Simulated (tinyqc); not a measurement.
Octagonal on-chip spiral inductor, lumped pi model: two steps of the calculation.

Outer diameter do = di + 2 n wd + 2 (n - 1) sp, mean da = (do + di)/2, fill p = (do - di)/(do + di), length l = 3.314 n da. L = 2.25 mu0 n^2 da/(1 + 3.55 p), mu0 = 4 pi 1e-7 H/m. Rs = rho l/(wd delta (1 - exp(-th/delta))), delta = sqrt(rho/(pi f mu0)). Cs = n wd^2 eps0 eo/hu across the coil. At each end Cox = l wd eps0 eo/(2 ho) leads to the substrate branch Rsi = 2 rs he/(l wd) in parallel with Csi = l wd eps0 11.7/(2 he). With one end grounded Y = 1/(Rs + i w L) + i w Cs + 1/[1/(i w Cox) + 1/(1/Rsi + i w Csi)], w = 2 pi f; Q = -Im Y/Re Y. Eddy currents in neighbouring turns and in the substrate are left out.

Inputs (values chosen for the exercise); values of the order met in silicon radio-frequency processes: number of turns n = 6.5; line width wd = 10 um; space between turns sp = 3 um; inner diameter di = 140 um; metal thickness th = 0.9 um; metal resistivity rho = 3 uohm cm; oxide below the coil ho = 7.8 um; oxide between coil and underpass hu = 1.1 um; relative permittivity of the oxide eo = 4.1; substrate resistivity rs = 1000 ohm cm; effective spreading depth in the substrate he = 50 um; frequency f = 0.99 GHz.

Constants: eps0 = 8.8541878128e-12 F/m. Results are converted to the units shown.

Question 1. Geometry and model elements. do, l, L, delta, Rs, Cs, Cox, Rsi and Csi as defined.

Wanted: do; l; L; delta; Rs; Cs; Cox; Rsi; Csi.

Answer 1.

do = 303.0 um
l = 4771 um
L = 11.47 nH
delta = 2.771 um
Rs = 18.63 ohm
Cs = 21.45 fF
Cox = 111.0 fF
Rsi = 2.096e4 ohm
Csi = 49.43 fF

Question 2. Admittance, quality factor and apparent inductance. Series branch 1/(Rs + i w L), substrate branch, total Y, Q = -Im Y/Re Y, apparent inductance Im(1/Y)/w, metal-only value w L/Rs, share of the loss in the substrate Re(substrate branch)/Re Y.

L = 11.473460 nH
Rs = 18.627311 ohm
Cs = 21.451282 fF
Cox = 111.03185 fF
Rsi = 20958.510 ohm
Csi = 49.428130 fF

Find: series branch; substrate branch; Y; Q; apparent inductance; w L/Rs; share of the loss in the substrate.

Answer 2.

series branch = 3.424-13.118i mS
substrate branch = 0.02279+0.21384i mS
Y = 3.447-12.771i mS
Q = 3.7053
apparent inductance = 11.734 nH
w L/Rs = 3.8314
share of the loss in the substrate = 0.66133 %

Q is 96.7 % of the metal-only value.

Numbers from tinyqc (`OMP_NUM_THREADS=1 python tinyqc.py 2302132 2302133 out.jsonl`; about 0.01 s on one thread of a shared Intel Xeon 2.30GHz).
